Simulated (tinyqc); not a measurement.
Global model of a low-pressure process discharge: electron temperature, density, ion flux and ion energy. Changing the height L. Computed by tinyqc, a small Python program. Command: `OMP_NUM_THREADS=1 python tinyqc.py 3112012 3112013 out.jsonl plasma sweep`. One thread of a shared host (Intel(R) Xeon(R) Processor @ 2.30GHz), about 0.01 s of CPU time with the checks.

Maxwellian electrons with temperature T_e in eV, one positive ion, no negative ions, uniform bulk density n; rate constants have the Arrhenius form.

Inputs (values chosen for the exercise, of the order of those of an inductive discharge in a simple atomic gas):
```
quantity,value,unit
ion mass M,19,u
ionisation prefactor K0,3.9e-14,m^3/s
ionisation energy E_iz,14.1,eV
excitation prefactor X0,3.4e-14,m^3/s
excitation energy E_ex,10,eV
elastic rate constant K_el,5.7e-14,m^3/s
ion-neutral cross section,1e-18,m^2
pressure p,11,Pa
gas temperature T_g,300,K
radius R,23,cm
absorbed power P,340,W
```

Constants: k_B = 1.380649e-23 J/K; e = 1.602176634e-19 C; u = 1.6605390666e-27 kg; m_0 = 9.1093837015e-31 kg.

Method:
- n_g = p/(k_B T_g); lambda_i = 1/(n_g sigma); h_L = 0.86/sqrt(3 + L/(2 lambda_i)), h_R = 0.8/sqrt(4 + R/lambda_i); A_eff = 2 pi R^2 h_L + 2 pi R L h_R; d_eff = pi R^2 L/A_eff.
- Particle balance: K0 exp(-E_iz/T_e) n_g d_eff = u_B, u_B = sqrt(e T_e/M).
- Root found by bracketing.
- E_c = E_iz + (X0 exp(-E_ex/T_e) E_ex + K_el (3 m_0/M) T_e)/K_iz; wall potential V_s = (T_e/2) ln(M/(2 pi m_0)); E_T = E_c + 2 T_e + T_e/2 + V_s; n = P/(e u_B A_eff E_T); ion current density J = e h_L n u_B; ionised share n/n_g.

One run for each value:
```
height L (cm),T_e (eV),ion current density J (mA/cm^2),plasma density n (1/cm^3),d_eff (cm)
2.0,1.8429,0.93245,1.2027e+11,6.21
3.1,1.6954,0.79563,1.3078e+11,11.59
4.7,1.5776,0.67069,1.3909e+11,20.81
7.2,1.4760,0.54859,1.4441e+11,37.23
11.0,1.3927,0.43354,1.4446e+11,64.05
26.0,1.2739,0.22751,1.2115e+11,157.47
40.0,1.2378,0.14794,9.8978e+10,214.31
```

Give the missing row, height L (cm) = 17.0.

Computed row:
```
height L (cm)  T_e (eV)  ion current density J (mA/cm^2)  plasma density n (1/cm^3)  d_eff (cm)
17.0             1.3243                          0.32332                 1.3685e+11      105.32
```

Interpolating between the two neighbouring rows (the first column on a logarithmic scale, the others too where they are positive) misses most in d_eff (cm), by 4.1 %. Over the rows, T_e (eV) falls from 1.84 to 1.24 (exponent d ln y / d ln x -0.19 between the first rows and -0.067 between the last); ion current density J (mA/cm^2) falls from 0.932 to 0.148 (exponent d ln y / d ln x -0.36 between the first rows and -1.00 between the last); plasma density n (1/cm^3) goes from 1.20e11 through a maximum among these rows, 1.44e11 at 11.0, to 9.90e10.

Caution (all rows): at so short an ion path the formulas for h_L and h_R give way to the ambipolar-diffusion limit.

Extremes, crossings and ranges named in words are read from the listed rows.
